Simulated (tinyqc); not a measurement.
Heated strip on a layer stack, thermal resistances with spreading: one step of the calculation.

A long strip of width ws dissipates Pw per length on three layers over a heat sink. Heat is taken to spread at 45 degrees, so the width of the flow grows by twice the depth: w1 = ws + 2 t1, w2 = w1 + 2 t2, w3 = w2 + 2 t3 at the bottoms of the layers. This is a rule of thumb, not a solution of the heat equation.

Question. Thermal resistances. Resistances times length: layer i, ln(w_i/w_(i-1))/(2 k_i) with w0 = ws; boundary, Rb/w1.

Parameters, values chosen for the exercise; conductivities close to those of silicon dioxide (layer 1), silicon (layer 2) and solder (layer 3):
- ws = 1.2 um (width of the heated strip)
- t1 = 0.074 um (thickness of layer 1)
- k1 = 1.31 W/(m K) (conductivity of layer 1)
- Rb = 3.8 m^2 K/GW (boundary resistance between layers 1 and 2)
- t2 = 100 um (thickness of layer 2)
- k2 = 161 W/(m K) (conductivity of layer 2 at 300 K)
- t3 = 20 um (thickness of layer 3)
- k3 = 52.7 W/(m K) (conductivity of layer 3)

Give: resistance times length.

Answer.

resistance times length (K mm/W): layer 1 44.39, boundary 2.819, layer 2 15.55, layer 3 1.719

The largest part, 68.8 % of the sum, is layer 1.

Computed by the program tinyqc: `OMP_NUM_THREADS=1 python tinyqc.py 2520007 2520008 out.jsonl`, one thread of a shared Intel Xeon 2.30GHz, about 0.01 s for the whole run.
